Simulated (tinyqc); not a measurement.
Ion implantation: universal nuclear stopping, Lindhard-Scharff electronic stopping and a Gaussian range profile: one step, computed by the program tinyqc.

An ion slows by elastic collisions with screened nuclei and by friction with electrons; channelling is ignored and the target is uniform.

Task: Stopping at the entry energy. Reduced energy eps = 32.53 M2 E/(Z1 Z2 (M1 + M2)(Z1^0.23 + Z2^0.23)), E in keV; s_n = ln(1 + 1.1383 eps)/(2 (eps + 0.01321 eps^0.21226 + 0.19593 eps^0.5)) for eps up to 30 and ln(eps)/(2 eps) above; S_n = 8.462 Z1 Z2 M1 s_n/((M1 + M2)(Z1^0.23 + Z2^0.23)) in 1e-15 eV cm^2. S_e = k 3.83 Z1^(7/6) Z2/(Z1^(2/3) + Z2^(2/3))^(3/2) sqrt(E/M1) in 1e-15 eV cm^2, E in keV. dE/dx = N (S_n + S_e); 1e-15 eV cm^2 = 0.1 eV nm^2.

Inputs (values chosen for the exercise, modelled on germanium ions in copper): ion atomic number Z1 = 32; ion mass M1 = 74 u; target atomic number Z2 = 29; target mass M2 = 63.55 u; target density N = 84.9 1/nm^3; ion energy E = 180 keV; scale factor of electronic stopping k = 1.4.

Give: reduced energy eps; s_n; S_n; S_e; energy loss dE/dx.

Result:

reduced energy eps = 0.66426

s_n = 0.33677

S_n = 324.19 x 1e-15 eV cm^2

S_e = 160.36 x 1e-15 eV cm^2

energy loss dE/dx = 4113.8 eV/nm

Nuclear stopping carries 67 % of the loss at entry.
